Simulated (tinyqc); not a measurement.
Worked calculation: Boltzmann transport in a parabolic band with a power-law relaxation time. Values are carried at full precision from step to step, so a last printed digit may differ when a step is redone from the rounded ones.

F_j(eta) = (1/Gamma(j + 1)) integral_0^infinity x^j dx/(1 + exp(x - eta)), which tends to exp(eta) for eta << 0.

n = N F_1/2(eta) with N = 2 (m kB T/(4 pi c))^(3/2) with c = hbar^2/2m0, in 1/angstrom^3; times 1e24 for 1/cm^3, m = md.

Constants: hbar^2/2m0 = 3.80998211 eV angstrom^2; kB = 8.617333262e-05 eV/K.

Inputs chosen for the exercise (masses near those of Ge; tau0 is set for a mobility of the usual size at this n, kL is a free input; freeze-out and phonon drag, which matter near 77 K, are left out; shifted at random, so the results belong to these values and not to a real crystal):
- n = 5.3e+19 1/cm^3 (electron density)
- md = 0.558 m0 (density-of-states mass)
- T = 300 K
- r = 1.5 (exponent of tau)
- tau0 = 1.5 fs (tau at E = kT)
- mc = 0.1198 m0 (conductivity mass)
- kL = 100 W/(m K) (lattice thermal conductivity)

## Reduced Fermi level

Solve for eta.

N = 1.046e+19 1/cm^3
eta = 3.3038

## Integrals for r = 1.5 (ionised impurities)

tau = tau0 x^r with x = E/kT. With K_j = Gamma(j + 1) F_j(eta): <tau> = tau0 (r + 3/2) K_(r+1/2)/((3/2) K_(1/2)); mu = <tau>/(mc m0/e), m0/e = 5.685630e-12 kg/C; Hall factor rH = (3/2) K_(1/2) (2r + 3/2) K_(2r+1/2)/((r + 3/2) K_(r+1/2))^2; Seebeck S = -(kB/e) [(r + 5/2) K_(r+3/2)/((r + 3/2) K_(r+1/2)) - eta]; Lorenz number L = (kB/e)^2 [(r + 7/2) K_(r+5/2)/((r + 3/2) K_(r+1/2)) - ((r + 5/2) K_(r+3/2)/((r + 3/2) K_(r+1/2)))^2]; kB/e in V/K. Valley anisotropy is left out of rH.

Evaluate F_j and K_j for j = 1/2, r + 1/2, r + 3/2, r + 5/2 and 2r + 1/2 (each value once).

F_j and K_j:
```
j       F_j     K_j
0.5  5.0670  4.4905
2.0  11.482  22.963
3.0  15.799  94.795
4.0  19.461  467.07
3.5  17.734  206.27
```

## Transport coefficients

Form the ratios; u is the mean energy carried, in kT.

<tau>/tau0 = 10.227
rH = 1.317
u = 5.504
S = -189.6 microvolt/K
L = 2.676 1e-8 W ohm/K^2

The non-degenerate limits are rH = 1.933, u = r + 5/2 = 4 and L = (r + 5/2)(kB/e)^2 = 2.970; the degenerate ones are rH = 1 and L = 2.443.

## Mobility, conductivity and figure of merit

mu = <tau>/(mc m0/e) with m0/e = 5.685630e-12 kg/C; sigma = e n mu, e = 1.602176634e-19 C; Hall mobility rH mu; power factor S^2 sigma; ZT = S^2 sigma T/(kL + L sigma T), all in SI units.

mu = 225 cm^2/(V s)
Hall mobility = 297 cm^2/(V s)
sigma = 1.91e+03 S/cm
power factor = 6.88 mW/(m K^2)
electronic thermal conductivity = 1.54 W/(m K)
ZT = 0.020

A Hall measurement read with rH = 1 would give a density of 4.02e+19 1/cm^3. Electrons carry 1.5 % of the heat.

## Checks

- Seebeck coefficient against direct integration over -df/dE (microvolt/K): both -189.6.

Computed by tinyqc, a small Python program: `OMP_NUM_THREADS=1 python tinyqc.py 1650346 1650347 out.jsonl` (the numbers bound the seed that draws the inputs); one thread of a shared host (Intel(R) Xeon(R) Processor @ 2.30GHz), about 0.01 s for the whole set of steps.
